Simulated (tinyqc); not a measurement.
Inside a calculation. Method: RHF in the 3-21g basis, for He, spin multiplicity 1. Computed by tinyqc, a small Python program that keeps every step (integrals from PySCF). Settings: charge = 0, multiplicity = 1, basis = 3-21g, energy threshold = 1e-09, iteration cap = 60, orthogonalisation = symmetric, start = highest core orbitals, DIIS depth = 8, DIIS from iteration = 3, method = RHF. Command: `OMP_NUM_THREADS=1 python tinyqc.py 26538 26539 out.jsonl` (the two numbers bound the seeds that draw the settings). One thread of a shared host (Intel(R) Xeon(R) Processor @ 2.60GHz), about 0.04 s of CPU time with the checks. Later iterations appear only in the table of the cycle.

## One-electron integrals

Geometry (angstrom):
```
atom         x         y         z
He    0.000000  0.000000  0.000000
```

Basis 3-21g: exponents (1/bohr^2) and contraction coefficients of normalised primitives:
```
element  l (shell)   exponent  coefficient
He           s (1)  13.626700     0.175230
He           s (1)   1.999350     0.893482
He           s (2)   0.382993     1.000000
```

Overlap, kinetic and nuclear-attraction integrals over the contracted functions; the nuclear repulsion is the sum of Za Zb / Rab.

nuclear repulsion = 0 hartree

overlap S:
```
          1He 1s    1He 2s
1He 1s  1.000000  0.595216
1He 2s  0.595216  1.000000
```

kinetic energy T (hartree):
```
          1He 1s    1He 2s
1He 1s  3.916124  0.578949
1He 2s  0.578949  0.574489
```

nuclear attraction V (hartree):
```
           1He 1s     1He 2s
1He 1s  -5.489688  -2.235292
1He 2s  -2.235292  -1.975129
```

core Hamiltonian H = T + V (hartree):
```
           1He 1s     1He 2s
1He 1s  -1.573565  -1.656343
1He 2s  -1.656343  -1.400640
```

## Two-electron integrals

Functions are numbered as in S; the eight-fold symmetry (ij|kl) = (ji|kl) = (kl|ij) leaves the list below.

Two-electron integrals (ij|kl) in chemists' order, unique and non-zero (hartree):
```
(11|11) 1.803255   (21|11) 0.876507   (21|21) 0.452077   (22|11) 0.917008
(22|21) 0.514678   (22|22) 0.698314
```

## Orthogonalisation

S = U s U^T; symmetric (Loewdin) form X = U s^(-1/2) U^T, so that X^T S X = 1.

eigenvalues of S: 0.404784  1.595216

X:
```
           1He 1s     1He 2s
1He 1s   1.181761  -0.390007
1He 2s  -0.390007   1.181761
```

## Starting guess

The start is the highest orbitals of the core Hamiltonian (a deliberately bad start); D = 2 C_occ C_occ^T.

D at the start:
```
           1He 1s     1He 2s
1He 1s   2.355072  -2.464206
1He 2s  -2.464206   2.578398
```

## Iteration 1: building the Fock matrix

J_ij = sum D_kl (ij|kl), K_ij = sum D_kl (ik|jl); F = H + J - 0.5 K; E = tr D H + tr D J / 2 - 0.25 tr D K + E_nn.

Coulomb J (hartree):
```
          1He 1s    1He 2s
1He 1s  2.291419  1.163258
1He 2s  1.163258  1.423605
```

exchange K (hartree):
```
          1He 1s    1He 2s
1He 1s  1.092642  0.017572
1He 2s  0.017572  0.328659
```

Fock matrix F (hartree):
```
           1He 1s     1He 2s
1He 1s   0.171534  -0.501871
1He 2s  -0.501871  -0.141364
```

total energy of this density = 1.67939191 hartree

## Iteration 1: diagonalisation and new density

Diagonalise F' = X^T F X, C = X C', fill 1 alpha and 1 beta electrons from the bottom; D = 2 C_occ C_occ^T. Each column has its largest component positive (the first on a tie).

F' = X^T F X (hartree):
```
           1          2
1   0.680674  -0.791134
2  -0.791134   0.291287
```

orbital energies (hartree): MO1 -0.328758, MO2 1.300719

coefficients C:
```
             MO1        MO2
1He 1s  0.422019   1.170711
1He 2s  0.689550  -1.035946
```

D after iteration 1:
```
          1He 1s    1He 2s
1He 1s  0.356200  0.582007
1He 2s  0.582007  0.950960
```

## Iteration 2: building the Fock matrix

As before.

Coulomb J (hartree):
```
          1He 1s    1He 2s
1He 1s  2.534624  1.327875
1He 2s  1.327875  1.589799
```

exchange K (hartree):
```
          1He 1s    1He 2s
1He 1s  2.092494  1.598468
1He 2s  1.598468  1.424191
```

Fock matrix F (hartree):
```
           1He 1s     1He 2s
1He 1s  -0.085187  -1.127702
1He 2s  -1.127702  -0.522936
```

total energy of this density = -2.83037920 hartree

## Iteration 2: diagonalisation and new density

As before.

F' = X^T F X (hartree):
```
           1          2
1   0.840994  -1.466151
2  -1.466151   0.296236
```

orbital energies (hartree): MO1 -0.922622, MO2 2.059852

coefficients C:
```
             MO1        MO2
1He 1s  0.455565   1.158069
1He 2s  0.659426  -1.055378
```

D after iteration 2:
```
          1He 1s    1He 2s
1He 1s  0.415078  0.600822
1He 2s  0.600822  0.869684
```

## Iteration 3: building the Fock matrix

As before.

Coulomb J (hartree):
```
          1He 1s    1He 2s
1He 1s  2.599248  1.354662
1He 2s  1.354662  1.606402
```

exchange K (hartree):
```
          1He 1s    1He 2s
1He 1s  2.194905  1.634003
1He 2s  1.634003  1.413419
```

Fock matrix F (hartree):
```
           1He 1s     1He 2s
1He 1s  -0.071769  -1.118682
1He 2s  -1.118682  -0.500947
```

total energy of this density = -2.83565680 hartree

## Iteration 3: diagonalisation and new density

As before.

F' = X^T F X (hartree):
```
           1          2
1   0.854763  -1.468501
2  -1.468501   0.320671
```

orbital energies (hartree): MO1 -0.904867, MO2 2.080301

coefficients C:
```
             MO1        MO2
1He 1s  0.457764   1.157202
1He 2s  0.657419  -1.056629
```

D after iteration 3:
```
          1He 1s    1He 2s
1He 1s  0.419096  0.601886
1He 2s  0.601886  0.864400
```

## Iteration 4: building the Fock matrix

As before.

Coulomb J (hartree):
```
          1He 1s    1He 2s
1He 1s  2.603513  1.356426
1He 2s  1.356426  1.607492
```

exchange K (hartree):
```
          1He 1s    1He 2s
1He 1s  2.201627  1.636262
1He 2s  1.636262  1.412641
```

Fock matrix F (hartree):
```
           1He 1s     1He 2s
1He 1s  -0.070865  -1.118047
1He 2s  -1.118047  -0.499468
```

total energy of this density = -2.83567977 hartree

## Iteration 4: DIIS over 2 matrices

error matrix X^T (FDS - SDF) X:
```
          1          2
1  0.000000  -0.000745
2  0.000745   0.000000
```

B (overlaps of the stored error matrices):
```
               1              2
1  2.5738434e-04  1.6907346e-05
2  1.6907346e-05  1.1106284e-06
```

Minimise |sum c_i e_i|^2 with sum c_i = 1: solve [B -1; -1 0][c; lambda] = [0; -1] with B_ij = tr e_i^T e_j, and take F = sum c_i F_i.

DIIS coefficients: -0.070308  1.070308

extrapolated F (hartree):
```
           1He 1s     1He 2s
1He 1s  -0.070802  -1.118003
1He 2s  -1.118003  -0.499364
```

## Iteration 4: diagonalisation and new density

As before.

F' = X^T F X (hartree):
```
           1          2
1   0.855729  -1.468624
2  -1.468624   0.322402
```

orbital energies (hartree): MO1 -0.903572, MO2 2.081703

coefficients C:
```
             MO1        MO2
1He 1s  0.457919   1.157140
1He 2s  0.657278  -1.056716
```

D after iteration 4:
```
          1He 1s    1He 2s
1He 1s  0.419379  0.601960
1He 2s  0.601960  0.864028
```

## Iteration 6 (converged): orbitals

converged F (hartree):
```
           1He 1s     1He 2s
1He 1s  -0.070801  -1.118003
1He 2s  -1.118003  -0.499364
```

As before.

F' = X^T F X (hartree):
```
           1          2
1   0.855729  -1.468624
2  -1.468624   0.322402
```

orbital energies (hartree): MO1 -0.903572, MO2 2.081703

coefficients C:
```
             MO1        MO2
1He 1s  0.457919   1.157140
1He 2s  0.657278  -1.056716
```

D after iteration 6:
```
          1He 1s    1He 2s
1He 1s  0.419379  0.601960
1He 2s  0.601960  0.864028
```

## Convergence

Stop when the energy changes by less than 1e-09 hartree and every element of the error matrix X^T (F D S - S D F) X is below 9e-06.

Course of the cycle:
```
iteration  E (hartree)     change  largest element of the error matrix
1           1.67939191          -                             5.30e-01
2          -2.83037920  -4.51e+00                             1.72e-01
3          -2.83565680  -5.28e-03                             1.13e-02
4          -2.83567977  -2.30e-05                             7.45e-04
5          -2.83567987  -9.95e-08                             1.52e-08
6          -2.83567987   0.000000                             7.06e-09
```

PySCF RHF in the same basis = -2.83567987 hartree

Converged in 6 iterations.

## Populations

Mulliken: Z minus the diagonal of D S on the atom; Loewdin: the same with S^(1/2) D S^(1/2).

Charges (e):
```
atom  Mulliken  Loewdin
1He          0        0
```
